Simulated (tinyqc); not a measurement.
What each setting does: recursion (Haydock) method for the local density of states: bulk site of a cubic lattice.

One orbital a site at energy 0, hopping -t to the 6 nearest neighbours of a cubic lattice; the start u0 is a site in the bulk, with energy V. Recursion: a_n = <u_n|H|u_n>, b_(n+1) u_(n+1) = (H - a_n) u_n - b_n u_(n-1), b > 0. G(z) = 1/(z - a0 - b1^2/(z - a1 - b2^2/(...))), z = E + i eta. After n levels the tail is b_n^2 T with the square-root terminator T = (z - sqrt(z - 2b) sqrt(z + 2b))/(2 b^2), b = 3t so that the band edges lie at -/+ 6t.

Inputs chosen for the exercise: t = 1.41 eV (hopping); V = 0 eV (shift of the starting site); n = 5 (levels kept); E = 6.44 eV (energy); eta = 0.07 eV (broadening).

G at z = E + i eta with n levels and terminator.

One parameter was then changed.

Results before and after:
```
case     Re G (1/eV)  density (1/eV)
base          0.1899          0.0270
changed       0.2050          0.0328
```

Which of these changes was made? (a) E = 6.72 eV; (b) t = 1.551 eV; (c) eta = 0.14 eV; (d) n = 6; (e) V = 0.5 eV.

Answer: (e) V = 0.5 eV. Of the candidates, run in turn, only this one gives the changed row.

All candidates:
```
case           Re G (1/eV)  density (1/eV)
base                0.1899          0.0270
t = 1.551 eV        0.1758          0.0291
V = 0.5 eV          0.2050          0.0328
n = 6               0.1908          0.0267
E = 6.72 eV         0.1889          0.0243
eta = 0.14 eV       0.1879          0.0270
```

tinyqc: `OMP_NUM_THREADS=1 python tinyqc.py 1451431 1451432 out.jsonl`; about 0.07 s, one thread, shared Intel(R) Xeon(R) Processor @ 2.30GHz.
